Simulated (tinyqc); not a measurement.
How many bands a k.p model needs: band 5 from Gamma to K: k.p theory built from an empirical-pseudopotential calculation at Gamma.

Empirical pseudopotential on the fcc lattice, atoms at +/- tau, tau = a (1,1,1)/8, no spin-orbit coupling. H(G,G') = c (2 pi/a)^2 |k + G|^2 delta + VS(q) cos(q.tau) + i VA(q) sin(q.tau), q = G - G', c = hbar^2/2m0; k and G in units of 2 pi/a; VS at |q|^2 = 3, 8, 11 and VA at 3, 4, 11, in rydberg, zero elsewhere. The basis is fixed: all 89 G with |G|^2 up to Gcut. Energies are counted from the fourth level at Gamma.

k.p in the lowest n states at Gamma: H_nm = (E_n + c k^2) delta + 2 c k.<n|G|m>, k in 1/angstrom; with all states of the basis it is exact.

Constants: hbar^2/2m0 = 3.80998211 eV angstrom^2; Ry = 13.60569312 eV.

Parameters, chosen for this exercise (near those of GaP; not measured data):
- a = 5.441 angstrom (lattice constant)
- VS = (-0.225, 0.031, 0.07) Ry (symmetric form factors)
- VA = (0.121, 0.071, 0.02) Ry (antisymmetric form factors)
- Gcut = 19 (2 pi/a)^2 (largest |G|^2 of the fixed basis)

Band 5 (counted from below) at k = f (0.75, 0.75, 0) 2 pi/a; n ends on whole multiplets.

Energies (eV):
```
f      n = 8  n = 15  n = 27  n = 89 (exact)
0.000  2.709   2.709   2.709           2.709
0.125  3.233   3.221   3.219           3.219
0.250  4.002   3.905   3.898           3.896
0.375  4.673   4.361   4.344           4.340
0.500  5.394   4.568   4.546           4.537
0.625  6.244   4.369   4.352           4.331
0.750  7.252   3.919   3.905           3.867
0.875  8.429   3.446   3.429           3.370
1.000  9.779   3.054   3.033           2.947
```

What does the comparison show?

With n = 8 the band stays within 0.05 eV of the exact one up to f = 0.125 (error at K: +6.832 eV). With n = 15 the band stays within 0.05 eV of the exact one up to f = 0.625 (error at K: +0.107 eV). With n = 27 the band stays within 0.05 eV of the exact one up to f = 0.750 (error at K: +0.085 eV). A smaller basis can only raise a level. The exact band has its minimum on these points at f = 0.000; n = 8 puts it at f = 0.000.

tinyqc: `OMP_NUM_THREADS=1 python tinyqc.py 1051576 1051577 out.jsonl`; about 0.7 s, one thread, shared Intel(R) Xeon(R) Processor @ 2.30GHz.
